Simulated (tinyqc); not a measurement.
Scan in temperature at fixed frequency: admittance spectroscopy and thermally stimulated current of one trap level in a depletion layer. Computed by tinyqc, a small Python program. Command: `OMP_NUM_THREADS=1 python tinyqc.py 3110833 3110834 out.jsonl admit walk`. One thread of a shared host (Intel(R) Xeon(R) Processor @ 2.30GHz), about 0.01 s of CPU time with the checks.

A Schottky junction on n-type material holds one donor-like electron trap; shallow donors are fully ionised and abrupt depletion edges are assumed.

Inputs (values chosen for the exercise, modelled on n-type germanium):
```
quantity,value,unit
dielectric constant eps,16,-
density-of-states mass m,0.562,m_0
shallow doping N,6e+16,1/cm^3
trap density N_t,1.3e+16,1/cm^3
trap depth E_t below the band,0.261,eV
capture cross section sigma,7.6e-17,cm^2
band bending V_b,0.4,V
test frequency f,4000,Hz
```

Constants: k_B = 1.380649e-23 J/K; m_0 = 9.1093837015e-31 kg; h = 6.62607015e-34 J s; k_B = 8.617333262e-05 eV/K; eps_0 = 8.8541878128e-12 F/m; e = 1.602176634e-19 C.

Method:
- N_c = 2 (2 pi m k_B T/h^2)^(3/2), v_th = sqrt(3 k_B T/m), emission rate e_n = sigma v_th N_c exp(-E_t/(k_B T)).
- Where the level crosses the Fermi level capture equals emission, so the trap follows the signal with the rate 2 e_n; G/omega peaks at omega = 2 e_n (the correction for large N_t/N is left out).
- Solve 2 e_n(T_p) = 2 pi f.
- With E_c - E_F = k_B T_p ln(N_c/N): lambda = sqrt(2 eps eps_0 (E_t - (E_c - E_F))/(e^2 N)); traps are empty and charged for x < x_t = w - lambda, and V_b = e (N w^2 + N_t x_t^2)/(2 eps eps_0). High frequency: C_hf = eps eps_0/w. Low frequency: C_lf = eps eps_0 (N + N_t)/(N w + N_t x_t).
- With x = omega/(2 e_n): C = C_hf + (C_lf - C_hf)/(1 + x^2), G/omega = (C_lf - C_hf) x/(1 + x^2); C_hf and C_lf are held at their values at T_p.

peak temperature T_p = 228.319 K

C_hf = 132.144 nF/cm^2

C_lf = 149.594 nF/cm^2

Admittance:
```
T (K),omega/(2 e_n),C (nF/cm^2),G/omega (nF/cm^2)
200.9,7.8959,132.42,2.1751
210.1,3.7308,133.31,4.3637
216.9,2.2277,135.07,6.5194
223.8,1.3604,138.27,8.3272
228.3,1.0012,140.86,8.7249
232.9,0.7403,143.42,8.3448
239.7,0.4833,146.29,6.8364
248.9,0.2810,148.32,4.5440
260.3,0.1508,149.21,2.5723
```

What follows from these numbers?

The peak of G/omega is half the step, 8.72 nF/cm^2. Its full width is near 2 ln(2 + sqrt3) k_B T_p^2/(E_t + 2 k_B T_p) = 39.4 K.

Extremes, crossings and ranges named in words are read from the listed rows.
